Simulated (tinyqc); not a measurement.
Two-step dopant diffusion (predeposition and drive-in) with a constant diffusivity. Changing the drive-in time t2. Computed by tinyqc, a small Python program. Command: `OMP_NUM_THREADS=1 python tinyqc.py 3026533 3026534 out.jsonl dopdiff sweep`. One thread of a shared host (Intel(R) Xeon(R) Processor @ 2.30GHz), about 0.08 s of CPU time with the checks.

Fick diffusion into a half space x > 0 whose background doping C_B is of the opposite type, so that a junction lies where C = C_B.

Inputs (values chosen for the exercise, modelled on gallium in silicon): prefactor D0 = 0.333 cm^2/s; activation energy E = 3.41 eV; surface concentration C_s = 1.6e+18 1/cm^3; background doping C_B = 4.5e+14 1/cm^3; predeposition temperature T1 = 1000 C; predeposition time t1 = 45 min; drive-in temperature T2 = 1025 C; mean mobility in the layer mu = 280 cm^2/(V s).

Furnace ramps of the drive-in: none.

Constants: k_B = 8.617333262e-05 eV/K; e = 1.602176634e-19 C.

Method:
- D = D0 exp(-E/(k_B T)).
- Temperatures in kelvin are T(C) + 273.15.
- Times in seconds are 60 times the minutes.
- (Dt)2 = D2 t2, t2 in seconds.
- C = C_s erfc(x/(2 sqrt(D1 t1))); dose Q = 2 C_s sqrt(D1 t1/pi); the junction solves erfc(z) = C_B/C_s with x_j = 2 z sqrt(D1 t1).
- With a sealed surface and a thin source, C = Q/sqrt(pi (Dt)2) exp(-x^2/(4 (Dt)2)); x_j = 2 sqrt((Dt)2 ln(C(0)/C_B)); gradient at the junction |dC/dx| = C_B x_j/(2 (Dt)2).
- Net dose Q_net = Q erf(x_j/(2 sqrt((Dt)2))) - C_B x_j; R_s = 1/(e mu Q_net), with every dopant ionised and one mobility.
- Exact two-step profile: C = (2 C_s/pi) int_0^alpha exp(-beta (1 + u^2))/(1 + u^2) du with alpha = sqrt(D1 t1/(Dt)2), beta = x^2/(4 (D1 t1 + (Dt)2)).
- The integral takes 48 Gauss-Legendre points; solve C(x) = C_B.

One run for each value; columns: (1) drive-in time t2 (min); (2) junction depth x_j (um); (3) surface concentration C(0) (Gaussian) (1/cm^3); (4) sheet resistance R_s (Gaussian) (ohm/square); (5) exact junction depth (um):
```
(1)      (2)         (3)     (4)     (5)
10    0.1942  1.6019e+18  2313.8  0.3251
19    0.2624  1.1621e+18  2314.6  0.3648
38    0.3629  8.2174e+17  2315.8  0.4369
73    0.4919  5.9288e+17  2317.3  0.5444
140   0.6656  4.2812e+17  2319.3  0.7023
270   0.9019  3.0828e+17  2322.1  0.9275
530   1.2306  2.2003e+17  2326.0  1.2482
1000  1.6464  1.6019e+17  2330.9  1.6589
2000  2.2587  1.1327e+17  2338.3  2.2672
```

What does the table show, and why?

Over the rows, junction depth x_j (um) rises from 0.194 to 2.26 (exponent d ln y / d ln x about 0.46 throughout); surface concentration C(0) (Gaussian) (1/cm^3) falls from 1.60e18 to 1.13e17 (exponent d ln y / d ln x about -0.50 throughout); sheet resistance R_s (Gaussian) (ohm/square) rises from 2314 to 2338 (exponent d ln y / d ln x 5.3e-4 between the first rows and 0.0046 between the last). The exponent of junction depth x_j stays between 0.46 and 0.47, near 0.50: the diffusion length sets the depth. The exponent of surface concentration C(0) (Gaussian) stays at -0.50: a fixed dose spreads over a width sqrt(D t). x_j grows more slowly than sqrt(t2) because the logarithm ln(C(0)/C_B) shrinks, from 8.18 to 5.53.

Caution (rows 10.0, 19.0, 38.0, 73.0, 140, 270): the drive-in budget is under fifteen times D1 t1, so the source is not thin and the Gaussian junction is too shallow.

Extremes, crossings and ranges named in words are read from the listed rows.
